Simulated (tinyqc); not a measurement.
# A discretised effective-mass wire between two leads, recursive Green functions: two studies

Finite differences on a grid of step a give a chain with hopping -t, t = C/(m a^2), C = hbar^2/(2 m0), and site energies 2 t + U_i for the N = 8 sites of the device; the semi-infinite leads have site energy 2 t. Each slice is one site, and V = -t couples neighbouring slices.

Inputs (values chosen for the exercise): effective mass m = 0.2 m0; grid step a = 0.38 nm; potential on the sites 1 to N U = [0, 0.61, 0.61, 0.61, 0.61, 0.61, 0.61, 0] eV; energy above the band bottom of the leads E = 0.227 eV.

Constants: q = 1.602176634e-19 C, hbar = 1.054571817e-34 J s, m0 = 9.1093837015e-31 kg, hbar^2/(2 m0) = 0.0380998212 eV nm^2. Results are converted to the units shown.

Each table varies one quantity; the others keep the values above.

## Effect of the strength of the potential

Sigma = t^2 g(E - 2 t), g(x) = (x - i sqrt(4 t^2 - x^2))/(2 t^2) for |x| < 2 t and (x - sign(x) sqrt(x^2 - 4 t^2))/(2 t^2) otherwise; Gamma = i (Sigma - Sigma^dagger); both leads give the same. Forward pass: g_1 = (E - H_1 - Sigma)^(-1), g_i = (E - H_i - V g_(i-1) V^dagger)^(-1), with Sigma also subtracted on the last slice; G_(i,1) = g_i V G_(i-1,1), starting from g_1. H_i is the block of slice i, its site energy. T(E) = Tr[Gamma G_(N,1) Gamma G_(N,1)^dagger]. All U are multiplied by the factor sc.

Effect of the strength of the potential:
```
sc        T(E)  reflection, modes - T(E)
0        1.000                         0
0.38    0.3623                    0.6377
0.75   0.02708                    0.9729
1.12  0.003502                    0.9965
1.5   6.648e-4                    0.9993
1.88  1.665e-4                    0.9998
2.25  5.183e-5                    0.9999
2.62  1.840e-5                     1.000
3     7.057e-6                     1.000
```

T(E) falls from 1.00 to 7.06e-6. At sc = 0 the device equals the leads and transmits all 1 open mode(s). Between the first two non-zero rows the reflection goes as sc^(0.62); the sc^2 of weak scattering holds only at smaller sc than these rows.

## The device repeated

Same model as above.

The list U is repeated k times, so the device has k N slices.

Results:
```
k        T(E)  ln T(E)
1    0.006420   -5.048
2    1.596e-5   -11.05
3    3.962e-8   -17.04
4   9.834e-11   -23.04
6   6.060e-16   -35.04
8   3.734e-21   -47.04
10  2.301e-26   -59.03
12  1.418e-31   -71.03
```

Estimate the missing row, k = 5.

Computed row:
```
k       T(E)  ln T(E)
5  2.441e-13   -29.04
```

With this row back in the table: T(E) falls from 0.00642 to 1.42e-31; over the last rows ln T(E) drops by a steady 6.00 a repeat: the energy lies in a gap of the periodic structure that the repeats form, with a decay length of 2.67 slices for the amplitude.

Computed by the program tinyqc: `OMP_NUM_THREADS=1 python tinyqc.py 2660042 2660043 out.jsonl`, one thread of a shared Intel Xeon 2.30GHz, about 0.01 s for the whole run.
